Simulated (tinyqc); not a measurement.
Electrons shared among three sets of ellipsoidal valleys: sweeps and comparisons. A value that a table varies takes the place of the one given here.

F_j(eta) = (1/Gamma(j + 1)) integral_0^infinity x^j dx/(1 + exp(x - eta)), which tends to exp(eta) for eta << 0.

Sets Gamma, L, X: N_i = M_i times N = 2 (m kB T/(4 pi c))^(3/2) with c = hbar^2/2m0, in 1/angstrom^3; times 1e24 for 1/cm^3, m = (ml mt^2)^(1/3); n = sum_i N_i F_1/2((EF - dE_i)/kT), energies from the edge of the first set; mu_drift = sum of share times mobility.

Constants: hbar^2/2m0 = 3.80998211 eV angstrom^2; kB = 8.617333262e-05 eV/K.

Inputs chosen for the exercise (masses and offsets near those of GaSb; mobilities are free inputs, held fixed; not measured data):
```
symbol  value                    unit        meaning
dE      (0, 0.077, 0.356)        eV          edges of Gamma, L, X above the first
M       (1, 4, 3)                            valleys in each set
ml      (0.037, 1.354, 1.563)    m0          longitudinal masses of Gamma, L, X
mt      (0.037, 0.1029, 0.2273)  m0          transverse masses
mu      (6200, 570, 260)         cm^2/(V s)  mobility of each set
n       1e+18                    1/cm^3      total electron density
T       200                      K
```

## Transfer between valleys with temperature

Offsets, masses and mobilities are held fixed; n is fixed too, so the high values of T stand for hot electrons, not for the lattice.

Populations:
```
T (K)  EF (eV)  share Gamma  share L  share X  mu_drift
77      0.0687       0.5894   0.4106   0.0000      3888
150     0.0520       0.4144   0.5856   0.0000      2903
300     0.0084       0.1753   0.8247   0.0000      1557
450    -0.0462       0.0905   0.9083   0.0012      1079
600    -0.1084       0.0595   0.9329   0.0076       903
900    -0.2498       0.0365   0.9185   0.0450       762
1200   -0.4094       0.0271   0.8685   0.1044       690
2000   -0.8968       0.0169   0.7266   0.2565       585
```

The share of Gamma goes from 0.589 to 0.017 and the mean mobility from 3888 to 585 cm^2/(V s). Gamma and L hold equal numbers between T = 77 and 150 K. The share of X is at most 0.26.

## Transfer between valleys with doping

Parabolic valleys; band tails and gap narrowing are left out.

Populations:
```
n (1/cm^3)  EF (eV)  share Gamma  share L  share X  mu_drift
1.0e+16     -0.0489       0.5594   0.4406   0.0000      3719
1.0e+17     -0.0076       0.5185   0.4815   0.0000      3489
1.0e+18      0.0388       0.3118   0.6882   0.0000      2325
3.0e+18      0.0623       0.1845   0.8155   0.0000      1609
1.0e+19      0.0909       0.0927   0.9073   0.0000      1092
3.0e+19      0.1275       0.0502   0.9498   0.0000       852
1.0e+20      0.2008       0.0294   0.9706   0.0000       735
```

The share of Gamma goes from 0.559 to 0.029 and the mean mobility from 3719 to 735 cm^2/(V s). Gamma and L hold equal numbers between n = 1e+17 and 1e+18 1/cm^3. Where EF lies more than about 0.2 eV up a light valley, its parabolic form fails. The share of X is at most 1.4e-05.

## Moving the second set by strain or alloying

The second entry of dE is replaced by the values listed; a negative value puts that set lowest.

Populations:
```
offset (eV)  EF (eV)  share Gamma  share L  share X  mu_drift
-0.100       -0.1314       0.0000   1.0000   0.0000       570
-0.050       -0.0815       0.0009   0.9991   0.0000       575
0.000        -0.0317       0.0146   0.9854   0.0000       652
0.025        -0.0074       0.0523   0.9477   0.0000       865
0.050         0.0157       0.1446   0.8554   0.0000      1384
0.100         0.0566       0.4883   0.5117   0.0000      3319
0.150         0.0853       0.8479   0.1521   0.0000      5344
0.200         0.0949       0.9853   0.0147   0.0000      6117
0.300         0.0959       0.9999   0.0000   0.0000      6200
```

The share of Gamma goes from 0.000 to 1.000 and the mean mobility from 570 to 6200 cm^2/(V s). Gamma and L hold equal numbers between offset = 0.1 and 0.15 eV. The share of X is at most 3.3e-06. With Boltzmann statistics the first two sets are equal at kT ln(N_2/N_1) = 0.0725 eV; the crossing, if any, lies elsewhere because the electrons are degenerate and fill the set with fewer states high above its edge.

## What moves the populations

All else solved anew. Each row changes one parameter from the base and keeps the others.

Results:
```
case                              EF (eV)  share Gamma  share L  share X  mu_drift (cm^2/(V s))
base                               0.0388       0.3118   0.6882   0.0000                   2325
T = 250 K                          0.0243       0.2322   0.7678   0.0000                   1877
n = 3e+18 1/cm^3                   0.0623       0.1845   0.8155   0.0000                   1609
dE = (0, 0.0616, 0.356) eV         0.0259       0.2090   0.7910   0.0000                   1747
mt = (0.037, 0.1235, 0.2273) m0    0.0362       0.2887   0.7113   0.0000                   2195
ml = (0.037, 1.6248, 1.563) m0     0.0375       0.3002   0.6998   0.0000                   2260
mu = (7440, 570, 260) cm^2/(V s)   0.0388       0.3118   0.6882   0.0000                   2712
```

The largest shifts from the base row, up to three for each result and ties (the steps differ in size, so this ranks the rows, not the parameters). EF (eV): n +0.0235, T -0.0146, dE -0.0129; unchanged at the printed digits by mu. share Gamma: n -0.1273, dE -0.1028, T -0.0796; unchanged at the printed digits by mu. share L: n +0.1273, dE +0.1028, T +0.0796; unchanged at the printed digits by mu. share X: unchanged at the printed digits by T, n, dE, mt, ml and mu. mu_drift (cm^2/(V s)): n -717, dE -579, T -448.

tinyqc: `OMP_NUM_THREADS=1 python tinyqc.py 1651816 1651817 out.jsonl`; about 0.01 s, one thread, shared Intel(R) Xeon(R) Processor @ 2.30GHz.
